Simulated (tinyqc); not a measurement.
Geometry relaxation of a small cluster: one step, computed by the program tinyqc.

E = sum_i {sum_j A exp(-p (r_ij/r0 - 1)) - xi sqrt(rho_i)}, rho_i = sum_j exp(-2 q (r_ij/r0 - 1)); the force on i is -sum_j w_ij (R_i - R_j)/r_ij with w_ij = -(2p/r0) A exp(-p (r_ij/r0 - 1)) + (xi q/r0) exp(-2 q (r_ij/r0 - 1)) (rho_i^(-1/2) + rho_j^(-1/2)).

Task: The first two steps. Steepest descent: R(new) = R + eta F. No atom moves more than 0.3 angstrom a step (the whole step is scaled). Stop when the largest force component is below 1e-5 eV/angstrom.

Inputs (values chosen for the exercise, for model atoms):
```
quantity,value,unit
length r0,2.59,angstrom
repulsion A,0.19,eV
hopping xi,2.81,eV
decay p,9.75,-
decay q,2.28,-
step factor eta,0.027,angstrom^2/eV
```

Potential: Gupta. Method: steepest descent.

starting positions (angstrom):
```
,x,y,z
atom 1,-0.12,0.03,-0.02
atom 2,2.32,-0.08,0.15
atom 3,1.37,2.24,0
atom 4,1.16,0.39,1.93
```

Give: positions after step 1; energy after step 1; positions after step 2; energy after step 2.

Result:

positions after step 1 (angstrom):
```
,x,y,z
atom 1,-0.076,0.060,-0.012
atom 2,2.318,-0.063,0.104
atom 3,1.358,2.160,0.025
atom 4,1.130,0.423,1.942
```

energy after step 1 = -18.05 eV

positions after step 2 (angstrom):
```
,x,y,z
atom 1,-0.050,0.083,-0.012
atom 2,2.314,-0.052,0.081
atom 3,1.347,2.100,0.047
atom 4,1.119,0.449,1.944
```

energy after step 2 = -18.25 eV
